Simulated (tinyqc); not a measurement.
Configuration-coordinate model of a defect: Huang-Rhys factor and luminescence line shape: one step, computed by the program tinyqc. Command: `OMP_NUM_THREADS=1 python tinyqc.py 3004514 3004515 out.jsonl ccline walk`. One thread of a shared host (Intel(R) Xeon(R) Processor @ 2.30GHz), about 0.01 s of CPU time with the checks.

Ground state E_g(Q) = (1/2) omega_g^2 Q^2; excited state E_e(Q) = E_0 + (1/2) omega_e^2 (Q - dQ)^2 with omega_e = omega_g and E_0 = E_ZPL. Q is mass-weighted; the dipole does not depend on Q (Condon approximation).

Problem. Huang-Rhys factors and vertical energies. S = hbar omega dQ^2/(2 hbar^2/u) for each state; relaxation energy S hbar omega; absorption at E_0 + S_e hbar omega_e, emission at E_0 - S_g hbar omega_g; the Stokes shift is their difference.

Inputs (values chosen for the exercise, for a model defect): zero-phonon energy E_ZPL = 0.78 eV; displacement dQ = 0.833 u^(1/2) angstrom; ground-state phonon hbar omega_g = 28.9 meV.

Modes: equal frequencies in both states.

Constants: hbar^2/u = 4.18015928e-03 eV angstrom^2.

Give: S_g; S_e; relaxation energy, ground state; relaxation energy, excited state; vertical absorption energy; vertical emission energy; Stokes shift.

Solution.

S_g = 2.399

S_e = 2.399

relaxation energy, ground state = 0.06932 eV

relaxation energy, excited state = 0.06932 eV

vertical absorption energy = 0.8493 eV

vertical emission energy = 0.7107 eV

Stokes shift = 0.1386 eV

The coupling is intermediate: phonon replicas can be resolved beside the zero-phonon line.
